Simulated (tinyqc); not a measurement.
What moves the results: nanosheet or nanowire with hard walls, valleys of the Ge type. A value that a table varies takes the place of the one given here.

Four ellipsoidal valleys along <111>: inverse mass tensor w = 1/mt + (1/ml - 1/mt) a a^T with a the unit axis. Device axes: x along the channel, z = [001], y = z x x. The Gamma and Delta valleys are left out; the heavy Delta valleys, about 0.18 eV up, lie lowest once the L levels pass about 0.2 eV.

Hard walls around a W x H rectangle. The block w_c of w in (y, z) confines; the transport mass follows from 1/m_x = w_xx - w_xc w_c^-1 w_cx. The cross-section problem c (w_yy ky^2 + 2 w_yz ky kz + w_zz kz^2), c = hbar^2/2m0, is solved in products sin(n pi y/W) sin(l pi z/H), n, l = 1 to 12; if w_yz = 0 the levels are c pi^2 (w_yy n^2/W^2 + w_zz l^2/H^2). The w_yz term couples (n, l) to (n', l') by -2 c w_yz D_nn'(W) D_ll'(H) with D_nm(L) = 4 n m/(L (n^2 - m^2)) for n + m odd and 0 otherwise.

Without degeneracy the line density is N1 exp((EF - Ec)/kB T) with N1 = sum 2 g sqrt(m_x kB T/(4 pi c)) exp(-E/kB T), here over n, l up to 80 where w_yz = 0 and over all levels of a 12 x 12 sine basis otherwise; the classical value is W H Nc with Nc = 2 g_all (m_dos kB T/(4 pi c))^(3/2), m_dos = (ml mt^2)^(1/3); dVt = kB T ln(W H Nc/N1).

Constants: hbar^2/2m0 = 3.80998211 eV angstrom^2; kB = 8.617333262e-05 eV/K.

Values chosen for the exercise (near those of Ge; shifted at random, so the results belong to these values and not to a real crystal):
- ml = 1.613 m0 (longitudinal mass)
- mt = 0.082 m0 (transverse mass)
- T = 300 K (temperature)
- g_all = 4 (number of valleys)
- channel = 110 (transport direction x on a (001) wafer)
- H = 30 angstrom (height, along z = [001])
- Ws = (30, 40, 50, 65, 85, 110, 140) angstrom (widths)
- W = 100 angstrom (width, along y)

## From wire to sheet

Valleys:

| group | valleys g | w_yy | w_zz | \|w_yz\| | m_x (m0) |
|---|---|---|---|---|---|
| A | 2 | 4.47835 | 8.33674 | 5.45658 | 0.08200 |
| B | 2 | 12.19512 | 8.33674 | 0.00000 | 1.10267 |

Lowest level of each group (groups ordered by w_zz, then w_yy) and dVt against the width.

Results:

| W (angstrom) | A1 (eV) | B1 (eV) | dVt (mV) |
|---|---|---|---|
| 30 | 0.4262 | 0.8578 | 399.3 |
| 40 | 0.3846 | 0.6349 | 364.7 |
| 50 | 0.3691 | 0.5317 | 352.9 |
| 65 | 0.3595 | 0.4569 | 343.9 |
| 85 | 0.3544 | 0.4118 | 335.4 |
| 110 | 0.3518 | 0.3862 | 328.5 |
| 140 | 0.3504 | 0.3717 | 324.0 |

dVt falls from 399 to 324 mV. Group A is lowest at every width, by 432 meV in the narrowest and 21 meV in the widest. At the widest W the lowest level is 0.3504 eV; the film limit c pi^2 w_zz/H^2 of that group is 0.3483 eV.

## Channel direction

The same rectangle along [100] and [110]; groups ordered by w_zz, then w_yy.

Lowest level of each group:

| channel, group | valleys g | w_yy | w_zz | \|w_yz\| | m_x (m0) | E (eV) |
|---|---|---|---|---|---|---|
| [100] A | 4 | 8.337 | 8.337 | 3.858 | 0.592 | 0.3742 |
| [110] A | 2 | 4.478 | 8.337 | 5.457 | 0.082 | 0.3525 |
| [110] B | 2 | 12.195 | 8.337 | 0.000 | 1.103 | 0.3942 |

The lowest subband has m_x = 0.592 m0 and 4 valleys along [100], and 0.082 m0 and 2 valleys along [110]; its edge lies at 0.3742 and 0.3525 eV. At equal energy above the edge the carriers of the [110] channel are faster by a factor 2.69.

## What each parameter does

E1 and E2 are the two lowest subband edges over all groups. Each row changes one parameter from the base and keeps the others.

Results:

| case | E1 (eV) | E2 - E1 (meV) | m_x of lowest (m0) | dVt (mV) |
|---|---|---|---|---|
| base | 0.3525 | 12.7 | 0.082 | 330.8 |
| W = 90 angstrom | 0.3537 | 16.0 | 0.082 | 333.7 |
| H = 24 angstrom | 0.5483 | 12.3 | 0.082 | 520.6 |
| T = 350 K | 0.3525 | 12.7 | 0.082 | 328.2 |
| ml = 1.774 m0 | 0.3514 | 11.7 | 0.082 | 329.9 |
| mt = 0.074 m0 | 0.3893 | 12.8 | 0.074 | 367.3 |

The largest shifts from the base row, up to three for each result and ties (the steps differ in size, so this ranks the rows, not the parameters). E1 (eV): H +0.1958, mt +0.0368, ml -0.0011, W +0.0011; unchanged at the printed digits by T. E2 - E1 (meV): W +3.3, ml -1.0, H -0.4; unchanged at the printed digits by T. m_x of lowest (m0): mt -0.008; unchanged at the printed digits by W, H, T and ml. dVt (mV): H +189.7, mt +36.5, W +2.9.

Program tinyqc; command `OMP_NUM_THREADS=1 python tinyqc.py 1252770 1252771 out.jsonl`; about 0.2 s on one thread of a shared Intel(R) Xeon(R) Processor @ 2.30GHz.
